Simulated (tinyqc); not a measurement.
Comparisons within one model: linear model of a band gap against the share of exact exchange. A value that a table varies takes the place of the one given here.

E(alpha) = E0 + S alpha. A wider gap screens less, modelled in the Penn form eps(alpha) = 1 + (e0 - 1)(EP/(EP + S alpha))^2 with a scale EP chosen for the exercise. A dielectric-dependent hybrid takes alpha = 1/eps.

Values chosen for the exercise (of the order of those of GaAs; the results hold for these values, not for the real material): E0 = 0.53 eV (gap of the semi-local functional); S = 5.67 eV (slope dE/d(alpha)); e0 = 11.77 (optical dielectric constant at alpha = 0); EP = 9.9 eV (energy scale of the screening); Et = 1.52 eV (target gap).

## Sweep of alpha

Also the exciton scale relative to alpha = 0, (m/m(0))(eps(0)/eps)^2, with a mass proportional to E + D, D = E0/2 + 0.3 eV, a k.p rule for direct gaps only.

Results:
```
alpha,E (eV),eps,alpha eps,exciton scale
0.00,0.530,11.770,0.000,1.00
0.05,0.814,11.179,0.559,1.40
0.10,1.097,10.635,1.063,1.86
0.15,1.381,10.133,1.520,2.40
0.20,1.664,9.670,1.934,3.02
0.25,1.948,9.241,2.310,3.72
0.35,2.514,8.474,2.966,5.43
0.50,3.365,7.509,3.754,8.82
```

alpha eps reaches 1 between alpha = 0.05 and 0.1 (fixed point 0.093), and the target gap is met between 0.15 and 0.2. At the fixed point the gap is 1.06 eV, -0.46 eV from the target. From 0 to 0.25 the gap grows by 1.42 eV while eps falls by 21 %; the exciton scale, which takes both, grows by a factor of 3.72.

## What each parameter does

Fixed point alpha = 1/eps(alpha), gap and eps there. Each row changes one parameter from the base and keeps the others.

Results:
```
case,alpha,E (eV),eps
base,0.0934,1.060,10.704
E0 = 0.477 eV,0.0934,1.007,10.704
S = 5.103 eV,0.0925,1.002,10.812
e0 = 10.593,0.1049,1.125,9.537
EP = 8.91 eV,0.0945,1.066,10.583
```

The largest shifts from the base row, up to three for each result and ties (the steps differ in size, so this ranks the rows, not the parameters). alpha: e0 +0.0114, EP +0.0011, S -0.0009; unchanged at the printed digits by E0. E (eV): e0 +0.065, S -0.058, E0 -0.053. eps: e0 -1.167, EP -0.121, S +0.108; unchanged at the printed digits by E0.

Program tinyqc; command `OMP_NUM_THREADS=1 python tinyqc.py 1881203 1881204 out.jsonl`; about 0.01 s on one thread of a shared Intel(R) Xeon(R) Processor @ 2.30GHz.
